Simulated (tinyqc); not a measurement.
Born-Mayer model of an ionic crystal AB: one step, computed by the program tinyqc.

Energies are per ion pair and r is the nearest distance of unlike ions.

Problem. Terms of the lattice energy. Madelung constant M, unlike neighbours z1, like neighbours z2 at f r, volume per pair: rock salt 1.747565, 6, 12, sqrt2, 2 r^3; caesium chloride 1.762675, 8, 6, 2/sqrt3, 8 r^3/(3 sqrt3); zinc blende 1.638055, 4, 12, sqrt(8/3), 16 r^3/(3 sqrt3). U(r) = -M z^2 e^2/(4 pi eps_0 r) + z1 lambda exp(-r/rho).

Inputs (values chosen for the exercise, for a model salt): ionic charge z = 1; unlike repulsion lambda = 862 eV; range rho = 0.335 angstrom.

Structure: zinc blende. Short range: nearest neighbours only.

equilibrium distance r0 = 2.702345 angstrom

Constants: e^2/(4 pi eps_0) = 14.39964548 eV angstrom.

Give: terms; lattice energy U.

Solution.

terms (eV): Coulomb -8.728, unlike repulsion 1.082

lattice energy U = -7.646 eV per pair

The short-range terms together cancel 12.4 % of the Coulomb energy, which is rho/r0 = 0.1240: U = -(M z^2 e^2/(4 pi eps_0 r0))(1 - rho/r0).
